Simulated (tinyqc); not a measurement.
Inside a calculation. Method: plane-wave Kohn-Sham cycle with exchange-only LDA in a layered model solid. Computed by tinyqc, a small Python program that keeps every step. Settings: points = 16, plane-wave index or count = 2, electrons = 2, k points = 3, area = 21.0, mixing = 0.1, iteration cap = 75, Pulay depth = 3. Command: `OMP_NUM_THREADS=1 python tinyqc.py 22129 22130 out.jsonl` (the two numbers bound the seeds that draw the settings). One thread of a shared host (Intel(R) Xeon(R) Processor @ 2.60GHz), about 0.02 s of CPU time with the checks. Later iterations appear only in the table of the cycle.

## Iteration 1: potential

A solid whose potential varies along x alone (atomic units):
```
parameter                      value
period a                   11.300000
cross-section of the cell  21.000000
electrons per cell                 2
grid points                       16
plane waves -n..n, n               2
k points                           3
V1 in V1 cos(2 pi x/a)     -0.710000
V2 in V2 cos(4 pi x/a)     -0.060000
```

density at the start, on the grid x_j = j a/N (e/bohr^3): 0.00842815  0.00842815  0.00842815  0.00842815  0.00842815  0.00842815  0.00842815  0.00842815  0.00842815  0.00842815  0.00842815  0.00842815  0.00842815  0.00842815  0.00842815  0.00842815

V_H(G) = 4 pi rho(G)/G^2 for G != 0 (uniform background); v_x = -(3 rho/pi)^(1/3); V = V_ext + V_H + v_x; Fourier components f(G_m) = (1/N) sum_j f(x_j) exp(-i G_m x_j).

Potentials on the grid (hartree):
```
x              V_ext       V_H        v_x          V
0.000000   -0.770000  0.000000  -0.200402  -0.970402
0.706250   -0.698381  0.000000  -0.200402  -0.898782
1.412500   -0.502046  0.000000  -0.200402  -0.702447
2.118750   -0.229279  0.000000  -0.200402  -0.429680
2.825000    0.060000  0.000000  -0.200402  -0.140402
3.531250    0.314132  0.000000  -0.200402   0.113730
4.237500    0.502046  0.000000  -0.200402   0.301644
4.943750    0.613528  0.000000  -0.200402   0.413126
5.650000    0.650000  0.000000  -0.200402   0.449598
6.356250    0.613528  0.000000  -0.200402   0.413126
7.062500    0.502046  0.000000  -0.200402   0.301644
7.768750    0.314132  0.000000  -0.200402   0.113730
8.475000    0.060000  0.000000  -0.200402  -0.140402
9.181250   -0.229279  0.000000  -0.200402  -0.429680
9.887500   -0.502046  0.000000  -0.200402  -0.702447
10.593750  -0.698381  0.000000  -0.200402  -0.898782
```

V(G_m), m = 0, 1, 2, ... (hartree): -0.200402  -0.355000  -0.030000  0.000000  0.000000

## Iteration 1: Hamiltonian at one k

k = 0.000000 2 pi / a

H(m,m') = (k + G_m)^2/2 delta + V(G_m - G_m'), with V(-G) = V(G).

H (hartree), lower triangle:
```
           -2         -1         +0         +1        +2
-2   0.417946
-1  -0.355000  -0.045815
+0  -0.030000  -0.355000  -0.200402
+1   0.000000  -0.030000  -0.355000  -0.045815
+2   0.000000   0.000000  -0.030000  -0.355000  0.417946
```

## Iteration 1: levels at that k

Diagonalise the Hermitian matrix.

eigenvalues (hartree): -0.710208  -0.214942  0.188225  0.617073  0.663713

## Iteration 1: new density

Motion across x is left out: the lowest 1 band(s) hold two electrons at each of the k points (j + 1/2)/nk - 1/2. Residual R = rho(out) - rho(in); rho(new) = rho(in) + 0.1 R. rho(out) = 2/(a A nk) sum |psi|^2 with psi = sum c exp(i G x). Harris energy E = band energy - dV sum rho (V_H/2 + v_x) + (3/4) dV sum rho v_x with rho(in), dV = a A/N, band energy = (2/nk) sum of the filled levels.

rho(out) (e/bohr^3): 0.03330690  0.02783381  0.01590828  0.00577947  0.00112994  0.00008680  0.00000219  0.00001251  0.00003747  0.00001251  0.00000219  0.00008680  0.00112994  0.00577947  0.01590828  0.02783381

density after iteration 1 (e/bohr^3): 0.01091603  0.01036872  0.00917616  0.00816328  0.00769833  0.00759402  0.00758555  0.00758659  0.00758908  0.00758659  0.00758555  0.00759402  0.00769833  0.00816328  0.00917616  0.01036872

energy per cell = -1.31699648 hartree

## Iteration 2: potential

As before.

Potentials on the grid (hartree):
```
x              V_ext        V_H        v_x          V
0.000000   -0.770000   0.065896  -0.218447  -0.922550
0.706250   -0.698381   0.058399  -0.214733  -0.854715
1.412500   -0.502046   0.039087  -0.206163  -0.669122
2.118750   -0.229279   0.014977  -0.198280  -0.412582
2.825000    0.060000  -0.007776  -0.194442  -0.142218
3.531250    0.314132  -0.026144  -0.193559   0.094428
4.237500    0.502046  -0.039327  -0.193487   0.269231
4.943750    0.613528  -0.047232  -0.193496   0.372800
5.650000    0.650000  -0.049863  -0.193517   0.406619
6.356250    0.613528  -0.047232  -0.193496   0.372800
7.062500    0.502046  -0.039327  -0.193487   0.269231
7.768750    0.314132  -0.026144  -0.193559   0.094428
8.475000    0.060000  -0.007776  -0.194442  -0.142218
9.181250   -0.229279   0.014977  -0.198280  -0.412582
9.887500   -0.502046   0.039087  -0.206163  -0.669122
10.593750  -0.698381   0.058399  -0.214733  -0.854715
```

V(G_m), m = 0, 1, 2, ... (hartree): -0.200018  -0.332025  -0.028943  -0.000300  -0.000037

## Iteration 2: Hamiltonian at one k

k = 0.000000 2 pi / a

As before.

H (hartree), lower triangle:
```
           -2         -1         +0         +1        +2
-2   0.418330
-1  -0.332025  -0.045431
+0  -0.028943  -0.332025  -0.200018
+1  -0.000300  -0.028943  -0.332025  -0.045431
+2  -0.000037  -0.000300  -0.028943  -0.332025  0.418330
```

## Iteration 2: levels at that k

As before.

eigenvalues (hartree): -0.670880  -0.195692  0.179698  0.597570  0.635083

## Iteration 2: new density

B (overlaps of the stored error matrices):
```
               1              2
1  2.0977740e-03  1.8716260e-03
2  1.8716260e-03  1.6699625e-03
```

Motion across x is left out: the lowest 1 band(s) hold two electrons at each of the k points (j + 1/2)/nk - 1/2. Residual R = rho(out) - rho(in); rho(new) = rho(in) + 0.1 R; Pulay mixing then takes sum c_i of the stored mixed densities, with c from B_ij = sum R_i R_j as in DIIS. rho(out) = 2/(a A nk) sum |psi|^2 with psi = sum c exp(i G x). Harris energy E = band energy - dV sum rho (V_H/2 + v_x) + (3/4) dV sum rho v_x with rho(in), dV = a A/N, band energy = (2/nk) sum of the filled levels.

rho(out) (e/bohr^3): 0.03299956  0.02765538  0.01596416  0.00593502  0.00122707  0.00010900  0.00000342  0.00001321  0.00003634  0.00001321  0.00000342  0.00010900  0.00122707  0.00593502  0.01596416  0.02765538

DIIS coefficients: -8.236378  9.236378

density after iteration 2 (e/bohr^3): 0.03131321  0.02633533  0.01544581  0.00610517  0.00172123  0.00068057  0.00058241  0.00059153  0.00061308  0.00059153  0.00058241  0.00068057  0.00172123  0.00610517  0.01544581  0.02633533

energy per cell = -1.24330588 hartree

## Convergence

Stop when sqrt(dV sum R^2) is below 1e-8, dV = a A/N.

Course of the cycle:
```
iteration  E (hartree)  norm of the residual
1          -1.31699648              1.76e-01
2          -1.24330588              1.57e-01
3          -0.95329866              2.26e-02
4          -0.96050754              4.74e-02
5          -0.95341026              3.78e-03
6          -0.95340829              1.54e-04
7          -0.95340824              4.49e-05
8          -0.95340826              3.91e-05
9          -0.95340830              1.97e-05
10         -0.95340831              1.75e-05
11         -0.95340832              5.25e-06
...                ...                   ...
17         -0.95340832              9.56e-07
18         -0.95340832              3.65e-07
19         -0.95340832              3.21e-07
20         -0.95340832              9.79e-08
21         -0.95340832              8.78e-08
22         -0.95340832              4.90e-08
23         -0.95340832              4.30e-08
24         -0.95340832              3.70e-08
25         -0.95340832              2.29e-08
26         -0.95340832              2.04e-08
27         -0.95340832              6.45e-09
```

Converged in 27 iterations. Before convergence this energy mixes input and output and is not variational, so it may rise towards its limit.
